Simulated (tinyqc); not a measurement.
Semiconductor laser, carrier and photon rate equations: one step of the calculation.

Carrier density N and photon density S in one mode: dN/dt = F1 = eta I/(q V) - (A N + B N^2 + C N^3) - vg g S; dS/dt = F2 = G vg g S + G be B N^2 - S/tp, with g = g0 ln(N/Ntr)/(1 + ec S). Output power P = Fo Eph S V/(G tp). No heating, no carrier transport.

Question. One Runge-Kutta step of a transient. y = (N, S), k1 = F(y), k2 = F(y + dt k1/2), k3 = F(y + dt k2/2), k4 = F(y + dt k3), y(new) = y + dt (k1 + 2 k2 + 2 k3 + k4)/6.

Inputs (values chosen for the exercise):
```
symbol    value    unit                                      meaning
V       3.7e-11    cm^3                                active volume
G         0.115                                   confinement factor
vg       7.22e9    cm/s                               group velocity
g0         1600    1/cm                             gain coefficient
Ntr      2.1e18   cm^-3                         transparency density
ec      1.2e-17    cm^3                             gain compression
tp          1.4      ps                              photon lifetime
A         6.9e7     1/s             defect recombination coefficient
B       5.5e-11  cm^3/s                        radiative coefficient
C       2.8e-29  cm^6/s                            Auger coefficient
be       3.3e-5          share of spontaneous emission into the mode
eta        0.88                                 injection efficiency
I            87      mA                                drive current
dt            2      ps                                    time step
```

Constants: q = 1.602176634e-19 C. Results are converted to the units shown.

(N, S) at the start: N (1e18 cm^-3) 3.708, S (1e15 cm^-3) 0.853

Wanted: slopes per ps, N in 1e18 and S in 1e15 cm^-3; (N, S) after the step.

Answer.

slopes per ps, N in 1e18 and S in 1e15 cm^-3:

|  | dN/dt | dS/dt |
|---|---|---|
| k1 | 0.004930 | 0.02847 |
| k2 | 0.004725 | 0.03074 |
| k3 | 0.004711 | 0.03074 |
| k4 | 0.004492 | 0.03307 |

(N, S) after the step: N (1e18 cm^-3) 3.717, S (1e15 cm^-3) 0.9145

tinyqc, about 0.01 s, one thread, Intel Xeon 2.30GHz (shared host): `OMP_NUM_THREADS=1 python tinyqc.py 2840005 2840006 out.jsonl`
